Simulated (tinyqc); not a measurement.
Global model of a low-pressure process discharge: electron temperature, density, ion flux and ion energy: one step, computed by the program tinyqc. Command: `OMP_NUM_THREADS=1 python tinyqc.py 3110158 3110159 out.jsonl plasma walk`. One thread of a shared host (Intel(R) Xeon(R) Processor @ 2.30GHz), about 0.01 s of CPU time with the checks.

Maxwellian electrons with temperature T_e in eV, one positive ion, no negative ions, uniform bulk density n; rate constants have the Arrhenius form.

Problem. Biased electrode. All bias power goes to ions: V_b = P_b/(J pi r^2). Debye length at the sheath edge lambda_D = sqrt(eps_0 T_e/(e h_L n)); Child-law sheath s = (sqrt2/3) lambda_D (2 V/T_e)^(3/4), V = V_b + V_s; ion transit time tau_i = 3 s sqrt(M/(2 e V)); collisions in the sheath s/lambda_i.

Inputs (values chosen for the exercise, of the order of those of an inductive discharge in a simple atomic gas): ion mass M = 40 u; gas temperature T_g = 500 K; bias power P_b = 47 W; radius of the biased electrode = 7.5 cm; bias frequency = 13.56 MHz.

ion current density J = 1.951737 mA/cm^2

T_e = 4.020765 eV

h_L = 0.3338096

plasma density n = 1.171810e+11 1/cm^3

wall potential V_s = 18.81553 V

ion mean free path = 1.278379 cm

Constants: eps_0 = 8.8541878128e-12 F/m; e = 1.602176634e-19 C; u = 1.6605390666e-27 kg.

Give: bias voltage V_b; lambda_D; sheath width s; ion transit time; transit time over bias period; s/lambda_i.

Solution.

bias voltage V_b = 136.3 V

lambda_D = 75.37 micrometre

sheath width s = 0.9248 mm

ion transit time = 101.4 ns

transit time over bias period = 1.375

s/lambda_i = 0.07234

The sheath is nearly free of collisions.
